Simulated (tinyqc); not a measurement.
## Phase-change memory cell, resistance drift and retention: effect of the operating temperature

The amorphous state follows Ra = R0 (t/t0)^nu exp[(q Ec/kB)(1/T - 1/(300 K))], with nu taken as independent of T. An intermediate level follows the logarithmic mixing rule ln R = (1 - fa) ln Rc + fa ln Ra with constant Rc. The time to lose the data by crystallisation is tr = tx exp[(q Ex/kB)(1/T - 1/Tx)]; 1 year = 3.15576e7 s. These are empirical laws.

T10 is the temperature at which tr is ten years.

Inputs (values chosen for the exercise); values of the order found in chalcogenide phase-change cells: resistance of the amorphous state at t0 and 300 K R0 = 2.3 Mohm; reference time t0 = 0.001 s; drift exponent nu = 0.124; activation energy of conduction Ec = 0.27 eV; activation energy of crystallisation Ex = 2.6 eV; temperature of a bake Tx = 423 K; time to crystallise in that bake tx = 47 s; time of the read t = 1e6 s; resistance of the crystalline state Rc = 29 kohm.

Constants: q = 1.602176634e-19 C, kB = 1.380649e-23 J/K. Results are converted to the units shown.

The same in every row: T10 (K) = 346.6.

Effect of the operating temperature:
```
T (K)  Ra (Mohm)  Ra/Rc  tr (years)
298        32.22   1111     1.468e7
313        19.47  671.3     1.147e5
328        12.32  424.7        1397
343        8.111  279.7       25.01
358        5.532  190.8      0.6272
373        3.891  134.2     0.02116
388        2.812  96.96    9.276e-4
403        2.082  71.79    5.133e-5
418        1.575  54.31    3.496e-6
```

As T goes from 298 to 418 K, Ra falls from 32.2 to 1.58 Mohm, tr falls from 1.47e7 to 3.50e-6 years and T10 stays at 347 K. Retention changes by 13 decades and the read window by 1.3, in the ratio Ex/Ec. For T = 298 to 313 K tr is an extrapolation over many decades from the bake and only says that crystallisation is no limit. For T = 373 to 418 K the read comes after tr, so the amorphous state would already be lost.

Computed by the program tinyqc: `OMP_NUM_THREADS=1 python tinyqc.py 2880104 2880105 out.jsonl`, one thread of a shared Intel Xeon 2.30GHz, about 0.01 s for the whole run.
